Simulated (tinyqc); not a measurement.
What moves the results: band offset of a heterojunction with an interface dipole (two-band chains, self-consistent charge). A value that a table varies takes the place of the one given here.

Sites alternate A, C. Left: A at -G1/2, C at +G1/2, hopping -t1; right: A at D - G2/2, C at D + G2/2, hopping -t2; the bonds across the two interfaces of a ring (C left to A right, C right to A left) have -sqrt(t1 t2). D is the offset of the mid-gaps, so Ev(right) - Ev(left) = D - (G2 - G1)/2 and Ec(right) - Ec(left) = D + (G2 - G1)/2. The closing bond has its sign reversed (antiperiodic ring). Half the levels are filled with two electrons each. The charge moved is q = (electrons on the left) less one a site; the mean over the two interfaces, q/2, is taken as the charge that crosses each, and its dipole opposes the offset: D = D0 - u q/2.

From here on the ring has 24 cells a side.

Inputs chosen for the exercise (gaps near those of Si and SiO2; the chains and D0 are free models, so the offsets are not those of the real pair; shifted at random, so the results belong to these values and not to a real crystal): G1 = 1.08 eV (gap on the left); G2 = 9.13 eV (gap on the right); t1 = 2.28 eV (hopping on the left); t2 = 2.3 eV (hopping on the right); u = 7 eV (potential step per electron moved across); D0 = -1.35 eV (mid-gap of the right side above that of the left, without dipole).

## Where the moved charge sits

D = -1.06192 eV

Electrons in cell k from an interface at the self-consistent D, less those at D = 0. Interface 1 joins C left to A right, interface 2 C right to A left. The decay lengths 1/(2 kappa a) are those of mid-gap states, cosh(kappa a) = 1 + G^2/(8 t^2).

Change of the electron count:

| k | left of 1 | right of 1 | left of 2 | right of 2 |
|---|---|---|---|---|
| 1 | -0.01732 | 0.03245 | -0.02668 | 0.04757 |
| 2 | -0.00730 | 0.00086 | -0.01039 | 0.00137 |
| 3 | -0.00382 | 0.00002 | -0.00528 | 0.00004 |
| 4 | -0.00210 | 0.00000 | -0.00285 | 0.00000 |
| 5 | -0.00118 | 0.00000 | -0.00159 | 0.00000 |
| 6 | -0.00067 | 0.00000 | -0.00091 | 0.00000 |

decay lengths (cells): left 2.116, right 0.285

How do the results move?

Over six cells interface 1 moves -0.0324 electrons to the left side and +0.0333 to the right, interface 2 -0.0477 and +0.0490: each change is a dipole, and the two differ because the bonds join different sites. The first cells hold 76 % of it at interface 1. The tail is longer on the left, where the gap is smaller against the hopping: from k = 2 to 4 it falls by a factor 3.48, and pure mid-gap decay would give 2.57; the exponential carries a prefactor that falls as a power of the distance, so the first cells drop faster.

## Screening of the starting offset

chi = 0.074990 1/eV

D0 is varied; the self-consistent D is found by bisection. chi = dq/dD at D = 0; the linear rule is D = S D0 with S = 1/(1 + u chi/2). The gap of the junction closes (type III) at |D| = (G1 + G2)/2.

Against D0:

| 2 D0/(G1 + G2) | D0 (eV) | q at D0 | D (eV) | D/D0 | linear (eV) |
|---|---|---|---|---|---|
| -0.85 | -4.339 | -0.5607 | -3.2035 | 0.7383 | -3.4371 |
| -0.55 | -2.808 | -0.2654 | -2.1583 | 0.7687 | -2.2240 |
| -0.30 | -1.532 | -0.1230 | -1.2023 | 0.7850 | -1.2131 |
| -0.15 | -0.766 | -0.0584 | -0.6052 | 0.7903 | -0.6066 |
| 0.10 | 0.510 | 0.0386 | 0.4040 | 0.7913 | 0.4044 |
| 0.25 | 1.276 | 0.1004 | 1.0047 | 0.7872 | 1.0109 |
| 0.50 | 2.553 | 0.2318 | 1.9722 | 0.7727 | 2.0218 |
| 0.80 | 4.084 | 0.4969 | 3.0385 | 0.7440 | 3.2349 |
| 0.95 | 4.850 | 0.7158 | 3.5216 | 0.7261 | 3.8415 |

What can be read from the table?

D/D0 lies between 0.726 and 0.791, against S = 0.792 from chi at D = 0; the linear rule misses by at most 320 meV. q is odd in D. Less than half of the starting offset is screened, so the natural line-up still counts most.

## Wider gaps screen less

G2 is varied. chi = (q(+0.01) - q(-0.01))/0.02 at D = 0, S = 1/(1 + u chi/2).

Against G2:

| G2 (eV) | chi (1/eV) | S |
|---|---|---|
| 0.7 | 0.59968 | 0.3227 |
| 1.1 | 0.49003 | 0.3683 |
| 1.5 | 0.41603 | 0.4071 |
| 2.3 | 0.31889 | 0.4726 |
| 3.4 | 0.23706 | 0.5465 |
| 5.5 | 0.14831 | 0.6583 |
| 7.0 | 0.11031 | 0.7215 |
| 9.0 | 0.07670 | 0.7884 |

How do the results move?

chi falls from 0.5997 to 0.0767 1/eV, a factor 7.8, and S rises from 0.323 to 0.788: charge crosses through the tails of states that tunnel into the other gap, and these shorten as the gap widens. u is kept fixed, though a wider gap also screens less and would raise it.

## What each parameter does

Self-consistent D by bisection, q there, and the two offsets. Each row changes one parameter from the base and keeps the others.

Results:

| case | D (eV) | q | valence offset (eV) | conduction offset (eV) |
|---|---|---|---|---|
| base | -1.0619 | -0.0823 | -5.0869 | 2.9631 |
| G1 = 1.242 eV | -1.0659 | -0.0812 | -5.0099 | 2.8781 |
| G2 = 10.499 eV | -1.1109 | -0.0683 | -5.8204 | 3.5986 |
| t1 = 2.622 eV | -1.0547 | -0.0844 | -5.0797 | 2.9703 |
| t2 = 2.645 eV | -1.0498 | -0.0858 | -5.0748 | 2.9752 |
| D0 = -1.552 eV | -1.2181 | -0.0954 | -5.2431 | 2.8069 |
| u = 8.05 eV | -1.0295 | -0.0796 | -5.0545 | 2.9955 |

What can be read from the table?

The largest shifts from the base row, up to three for each result and ties (the steps differ in size, so this ranks the rows, not the parameters). D (eV): D0 -0.1562, G2 -0.0490, u +0.0324. q: G2 +0.0140, D0 -0.0131, t2 -0.0035. valence offset (eV): G2 -0.7335, D0 -0.1562, G1 +0.0770. conduction offset (eV): G2 +0.6355, D0 -0.1562, G1 -0.0850.

Program tinyqc; command `OMP_NUM_THREADS=1 python tinyqc.py 1482841 1482842 out.jsonl`; about 0.3 s on one thread of a shared Intel(R) Xeon(R) Processor @ 2.30GHz.
